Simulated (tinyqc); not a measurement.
Deep level as a short-range spherical well: one step. Peak of the photo-ionisation cross-section. Three cases, with inputs chosen for the exercise.

Question. The maximum lies at x = 2. Give the photon energy, its wavelength and sigma there.

Lucovsky model (delta well, plane-wave final states, no local-field factor): sigma = (32 pi alpha c/(3 n_r m Et)) (x - 1)^(3/2)/x^3, x = h nu/Et, c = hbar^2/2m0; 1 angstrom^2 = 1e-16 cm^2.

Constants: hbar^2/2m0 = 3.80998211 eV angstrom^2; fine-structure constant alpha = 0.007297352564; hc = 1239.841984 eV nm.

Case 1.

Values chosen (out of a larger set: near those of GaAs; not measured data): m = 0.063 m0 (mass); n_r = 3.23 (refractive index).

Et = 0.430157 eV

Case 2.

Values chosen (out of a larger set: near those of Ge; not measured data): m = 0.122 m0 (mass); n_r = 3.99 (refractive index).

Et = 0.469207 eV

Case 3.

Values chosen (out of a larger set: near those of GaN; not measured data): m = 0.211 m0 (mass); n_r = 2.37 (refractive index).

Et = 0.209413 eV

Give: h nu; wavelength; sigma.

Answer.

Case 1.

h nu = 0.860 eV
wavelength = 1441 nm
sigma = 133 x 1e-18 cm^2

With 73 % of the state outside the well the delta-well form is a fair model.

Case 2.

h nu = 0.938 eV
wavelength = 1321 nm
sigma = 51.0 x 1e-18 cm^2

With 59 % of the state outside the well the delta-well form is only a rough model of this centre. The level lies in the lower half of the host gap, so the peak is above the band edge and exchange with the valence band, left out, would compete.

Case 3.

h nu = 0.419 eV
wavelength = 2960 nm
sigma = 111 x 1e-18 cm^2

With 75 % of the state outside the well the delta-well form is a fair model.

Computed by tinyqc, one run a case: `OMP_NUM_THREADS=1 python tinyqc.py N N+1 out.jsonl` with N = 1250285, 1250335, 1250520; one thread of a shared Intel(R) Xeon(R) Processor @ 2.30GHz, about 0.01 s a run at most.
